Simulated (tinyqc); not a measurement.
Boltzmann transport in a parabolic band with a power-law relaxation time: sweeps and comparisons. A value that a table varies takes the place of the one given here.

F_j(eta) = (1/Gamma(j + 1)) integral_0^infinity x^j dx/(1 + exp(x - eta)), which tends to exp(eta) for eta << 0.

tau = tau0 x^r with x = E/kT. With K_j = Gamma(j + 1) F_j(eta): <tau> = tau0 (r + 3/2) K_(r+1/2)/((3/2) K_(1/2)); mu = <tau>/(mc m0/e), m0/e = 5.685630e-12 kg/C; Hall factor rH = (3/2) K_(1/2) (2r + 3/2) K_(2r+1/2)/((r + 3/2) K_(r+1/2))^2; Seebeck S = -(kB/e) [(r + 5/2) K_(r+3/2)/((r + 3/2) K_(r+1/2)) - eta]; Lorenz number L = (kB/e)^2 [(r + 7/2) K_(r+5/2)/((r + 3/2) K_(r+1/2)) - ((r + 5/2) K_(r+3/2)/((r + 3/2) K_(r+1/2)))^2]; kB/e in V/K. Valley anisotropy is left out of rH.

n = N F_1/2(eta) with N = 2 (m kB T/(4 pi c))^(3/2) with c = hbar^2/2m0, in 1/angstrom^3; times 1e24 for 1/cm^3, m = md.

Constants: kB = 8.617333262e-05 eV/K; hbar^2/2m0 = 3.80998211 eV angstrom^2.

Values chosen for the exercise (masses near those of Ge; tau0 is set for a mobility of the usual size at this n, kL is a free input; freeze-out and phonon drag, which matter near 77 K, are left out; the results hold for these values, not for the real material): ta = 320 fs (acoustic tau at E = kT and 300 K); ti = 17 fs (impurity tau at E = kT and 300 K); mc = 0.1203 m0 (conductivity mass); md = 0.556 m0 (density-of-states mass); tau0 = 0.97 fs (tau at E = kT); r = 1.5 (exponent of tau); T = 300 K; kL = 1.4 W/(m K) (lattice thermal conductivity); n = 9.8e+19 1/cm^3 (electron density).

## The scattering mechanism

eta = 5.22991

Same eta for each exponent.

Results:

| r | mechanism | <tau>/tau0 | rH | S (microvolt/K) | L (1e-8 W ohm/K^2) |
|---|---|---|---|---|---|
| -0.5 | acoustic phonons | 0.418 | 1.026 | -53.5 | 2.195 |
| 0.0 | a constant relaxation time | 1.000 | 1.000 | -75.7 | 2.240 |
| 0.5 | polar optical or piezoelectric scattering | 2.446 | 1.021 | -97.1 | 2.323 |
| 1.5 | ionised impurities | 15.548 | 1.184 | -139.5 | 2.581 |

From r = -1/2 to 3/2 |S| grows by 86.0 microvolt/K, against 2 kB/e = 172.3 in the non-degenerate limit: scattering that favours fast electrons raises the mean energy carried. rH is 1 only for constant tau and reaches 1.184 for r = 3/2; L spans 2.195 to 2.581 against the metallic 2.443.

## Mobility against temperature (two scattering mechanisms together, and the Matthiessen rule)

Non-degenerate electrons. 1/tau(x) = x^(1/2)/tA + 1/(tI x^(3/2)), x = E/kT, with tA = ta (T/300)^(-3/2) and tI = ti (T/300)^(3/2) (the screening logarithm is held fixed). <tau> = integral x^(3/2) tau exp(-x) dx/Gamma(5/2); mu = <tau>/(mc m0/e), m0/e = 5.685630e-12 kg/C. Matthiessen: 1/mu = 1/muA + 1/muI with <tau>A = tA Gamma(2)/Gamma(5/2), <tau>I = tI Gamma(4)/Gamma(5/2).

rH = <tau^2>/<tau>^2. ta and ti are inputs of their own, not tied to tau0.

Mobilities (cm^2/(V s)):

| T (K) | acoustic | impurity | Matthiessen | exact | rH | Matthiessen/exact |
|---|---|---|---|---|---|---|
| 40 | 7.23e+04 | 54.6 | 54.6 | 54.5 | 1.925 | 1.002 |
| 60 | 3.93e+04 | 100 | 100 | 99.5 | 1.908 | 1.006 |
| 80 | 2.56e+04 | 154 | 154 | 151 | 1.877 | 1.014 |
| 120 | 1.39e+04 | 284 | 278 | 267 | 1.778 | 1.043 |
| 160 | 9.04e+03 | 437 | 417 | 382 | 1.653 | 1.090 |
| 220 | 5.60e+03 | 704 | 626 | 529 | 1.472 | 1.183 |
| 300 | 3.52e+03 | 1.12e+03 | 851 | 651 | 1.297 | 1.308 |
| 400 | 2.29e+03 | 1.73e+03 | 984 | 701 | 1.167 | 1.404 |
| 550 | 1.42e+03 | 2.78e+03 | 939 | 665 | 1.076 | 1.413 |

The exact mobility peaks at 400 K of those listed. The two mechanisms are equal between 400 and 550 K. The rule overestimates everywhere, most at 550 K (by 41 %), since impurities stop the slow electrons and phonons the fast ones. rH runs between 1.076 and 1.925; the pure limits are 1.178 and 1.933, and the mixture dips below both, since the opposite energy slopes of the two rates leave tau nearly constant. Optical and intervalley phonons, left out, lower real mobilities above about 150 K.

## What moves the coefficients

sigma = e n mu with e = 1.602176634e-19 C; ZT = S^2 sigma T/(kL + L sigma T). Each row changes one parameter from the base and keeps the others.

Results:

| case | mu (cm^2/(V s)) | sigma (S/cm) | S (microvolt/K) | ZT |
|---|---|---|---|---|
| base | 220.5 | 3462 | -139.5 | 0.495 |
| md = 0.723 m0 | 167.0 | 2622 | -170.5 | 0.658 |
| mc = 0.1564 m0 | 169.6 | 2663 | -139.5 | 0.449 |
| n = 1.96e+20 1/cm^3 | 390.4 | 1.226e+04 | -94.0 | 0.306 |
| tau0 = 1.46 fs | 331.9 | 5211 | -139.5 | 0.560 |
| kL = 0.7 W/(m K) | 220.5 | 3462 | -139.5 | 0.598 |
| T = 350 K | 186.4 | 2927 | -157.3 | 0.621 |

The largest shifts from the base row, up to three for each result and ties (the steps differ in size, so this ranks the rows, not the parameters). mu (cm^2/(V s)): n +170, tau0 +111, md -53.5; unchanged at the printed digits by kL. sigma (S/cm): n +8.80e+03, tau0 +1.75e+03, md -840; unchanged at the printed digits by kL. S (microvolt/K): n +45.5, md -31.0, T -17.8; unchanged at the printed digits by mc, tau0 and kL. ZT: n -0.189, md +0.163, T +0.126. The row for T keeps tau0 fixed; for phonon scattering tau0 itself falls as T rises.

(tinyqc, `OMP_NUM_THREADS=1 python tinyqc.py 1682268 1682269 out.jsonl`, Intel(R) Xeon(R) Processor @ 2.30GHz, 1 thread, shared host, about 0.01 s.)
